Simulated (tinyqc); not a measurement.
Same peak temperature, different pulse lengths: millisecond and nanosecond annealing: surface heating, thermal budget and solid-phase regrowth. Computed by tinyqc, a small Python program. Command: `OMP_NUM_THREADS=1 python tinyqc.py 3022643 3022644 out.jsonl flash walk`. One thread of a shared host (Intel(R) Xeon(R) Processor @ 2.30GHz), about 0.02 s of CPU time with the checks.

A square pulse heats the surface of a thick wafer with constant thermal properties; losses by radiation are neglected and silicon melts at 1414 C.

Inputs (values chosen for the exercise, modelled on hot silicon with phosphorus):
```
quantity                      value        unit
incident fluence              0.206      J/cm^2
pulse length t_p            2.2e-08           s
reflectance R                  0.54           -
thermal conductivity k         0.25    W/(cm K)
heat capacity per volume c     2.35  J/(cm^3 K)
preheat temperature T0          200           C
dopant prefactor D0            3.97      cm^2/s
dopant activation energy E      3.7          eV
regrowth prefactor v0       4.4e+08        cm/s
regrowth energy E_v            2.72          eV
amorphous layer                  27          nm
```

Source: pulsed laser.

Constants: k_B = 8.617333262e-05 eV/K.

Method:
- Absorbed flux q = (1 - R) fluence/t_p; kappa = k/c. With f(z, t) = (2 q/k) sqrt(kappa t) ierfc(z/(2 sqrt(kappa t))), ierfc(x) = exp(-x^2)/sqrt(pi) - x erfc(x): T = T0 + f(z, t) during the pulse and T0 + f(z, t) - f(z, t - t_p) after it.
- At the surface the rise at the end of the pulse is 2 q sqrt(t_p/(pi k c)); the fluence that just melts the surface scales with (1414 - T0).
- Temperatures in kelvin are T(C) + 273.15.
- Integrate exp(-E/(k_B T(t))) at the surface from 0 to 10 t_p (Gauss-Legendre, 60 points in sqrt(t) up to t_p and 60 in sqrt(t - t_p) after it). (Dt) = D0 x integral with E; regrowth = v0 x integral with E_v; effective time = integral/exp(-E/(k_B T_peak)).
- For each t_p the flux is set so that the peak temperature stays the same: q sqrt(t_p) is fixed.

absorbed flux q = 4.30727e+06 W/cm^2

kappa = 0.106383 cm^2/s

Pulses:
```
t_p (s)   fluence (J/cm^2)  q (W/cm^2)  thermal length (um)  2 sqrt(Dt) (nm)  regrowth (nm)
1.00e-07        4.3919e-01  2.0203e+06           1.0314e+00       9.7925e-04     1.1098e-02
1.00e-06        1.3889e+00  6.3887e+05           3.2616e+00       3.0966e-03     1.1098e-01
1.00e-05        4.3919e+00  2.0203e+05           1.0314e+01       9.7925e-03     1.1098e+00
1.00e-04        1.3889e+01  6.3887e+04           3.2616e+01       3.0966e-02     1.1098e+01
3.00e-04        2.4056e+01  3.6885e+04           5.6493e+01       5.3635e-02     3.3295e+01
1.00e-03        4.3919e+01  2.0203e+04           1.0314e+02       9.7925e-02     1.1098e+02
3.00e-03        7.6071e+01  1.1664e+04           1.7865e+02       1.6961e-01     3.3295e+02
1.00e-02        1.3889e+02  6.3887e+03           3.2616e+02       3.0966e-01     1.1098e+03
```

Fluence and diffusion length grow as sqrt(t_p), regrowth as t_p. The layer of 27 nm regrows from t_p = 0.0003 s on among these rows, at a diffusion length of 0.054 nm. Caution: cold silicon conducts heat several times better than the constant k used here, so the real melting fluence is higher. Caution: the shortest pulses need a source absorbed within their thermal length, and the longest also heat the back of the wafer, which the thick-wafer formula leaves out.

Extremes, crossings and ranges named in words are read from the listed rows.
